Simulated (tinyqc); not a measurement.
Hole mobility in a silicon inversion layer, empirical terms and Matthiessen rule: course of the iteration: inversion density for the measured current.

Inversion layer of sheet density Ns on a uniformly doped body. The mobility terms are empirical power laws with prefactors chosen for the exercise; adding their inverses (Matthiessen) is itself an approximation.

I = (W/L) q Ns mu Vd. E = q (Ndep + eta Ns)/(eps0 eps_r) in MV/cm. With t = T/(300 K): muC = Ac (Ns/1e12 cm^-2) t/(Nb/1e17 cm^-3 + Nit/1e11 cm^-2), muP = Ap E^(-1/3) t^(-1.75), muS = As E^(-gs); 1/mu is the sum of the inverses. Ns(new) = I/((W/L) q mu Vd).

Stop when Ns changes by less than 1e5 cm^-2, or after 15 iterations.

Inputs (values chosen for the exercise); material values close to those of silicon:
- T = 300 K (temperature)
- eps_r = 11.8 (relative permittivity of the semiconductor)
- Nb = 1.2e18 cm^-3 (body doping)
- eta = 0.3333 (weight of the inversion charge in the effective field)
- Ap = 144 cm^2/(V s) (phonon-limited mobility at 1 MV/cm and 300 K)
- As = 408 cm^2/(V s) (roughness-limited mobility at 1 MV/cm)
- gs = 1.3 (exponent of the roughness term)
- Ac = 1000 cm^2/(V s) (Coulomb prefactor)
- Nit = 2.5e11 cm^-2 (charge at the interface)
- WL = 1 (ratio W/L)
- Vd = 0.02 V (drain voltage)
- I = 0.0682 uA (measured linear current)

Constants: q = 1.602176634e-19 C, eps0 = 8.8541878128e-14 F/cm where lengths are in cm. Results are converted to the units shown.

Ns at the start = 9.8e11 cm^-2
Ndep = 4.95561e12 cm^-2

Course of the iteration:
```
iteration	Ns (cm^-2)	|change| (cm^-2)
1	4.92355e11	4.88e11
2	8.01245e11	3.09e11
3	5.61510e11	2.40e11
4	7.24476e11	1.63e11
5	6.01850e11	1.23e11
6	6.87886e11	8.60e10
7	6.24283e11	6.36e10
8	6.69598e11	4.53e10
9	6.36423e11	3.32e10
10	6.60243e11	2.38e10
11	6.42896e11	1.73e10
12	6.55401e11	1.25e10
13	6.46319e11	9.08e9
14	6.52880e11	6.56e9
15	6.48122e11	4.76e9
```

Did this iteration meet its convergence test, and what does its course show?

No. Not converged within 15 iterations. The value swings about the solution and each change is still 0.73 times the one before. Near the solution, 6.501e11 cm^-2, d ln Ns(new)/d ln Ns = -d ln mu/d ln Ns = -0.724, which sets the rate. A rerun with the update Ns (Ns(new)/Ns)^(1/(1 - s)), s = -0.724, converges in 4 iterations.

Numbers from tinyqc (`OMP_NUM_THREADS=1 python tinyqc.py 2510046 2510047 out.jsonl`; about 0.01 s on one thread of a shared Intel Xeon 2.30GHz).
